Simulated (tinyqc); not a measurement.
Which substrate gives the strongest standing wave: standing waves and exposure in a photoresist film.

Values chosen for the exercise:
```
symbol  value  unit          meaning
lam     248    nm            vacuum wavelength
n1      1.76                 resist index
A       0.08   1/micrometre  bleachable absorption (Dill A)
B       0.58   1/micrometre  fixed absorption (Dill B)
```

r12 = (N1 - Ns)/(N1 + Ns) with N1 = n1 + i (A + B) lam/(4 pi), lam in micrometres, and Ns = ns + i ks chosen for the exercise, each substrate thick; contrast 2|r|/(1 + |r|^2); the intensity at the interface relative to the forward wave is |1 + r12|^2.

Cases:
```
case            ns     ks
near Si      1.540  3.598
near Al      0.189  3.025
near polySi  1.683  2.727
near Cu      1.486  1.765
near Si3N4   2.276  0.005
```

Rank the cases by |r12|^2, lowest first.

Answer: near Si3N4, near Cu, near polySi, near Si, near Al.

Results:
```
case            ns     ks  |r12|^2  contrast  phase (degrees)  |1 + r12|^2
near Si      1.540  3.598   0.5391     0.954           -134.1        0.518
near Al      0.189  3.025   0.8858     0.998           -119.8        0.951
near polySi  1.683  2.727   0.3807     0.894           -126.9        0.640
near Cu      1.486  1.765   0.2296     0.779           -109.8        0.905
near Si3N4   2.276  0.005   0.0163     0.252            178.9        0.761
```

The strongest reflector is the case near Al (0.886) and the weakest near Si3N4 (0.0163). The intensity at the interface depends on the phase too: it is lowest for the case near Si (0.518, phase -134 degrees) and highest for near Al (0.951); a strong reflector with a phase of 180 degrees would put a node there.

Run: tinyqc, `OMP_NUM_THREADS=1 python tinyqc.py 1652081 1652082 out.jsonl`; Intel(R) Xeon(R) Processor @ 2.30GHz, one thread, shared host; about 0.01 s of CPU time with all checks.
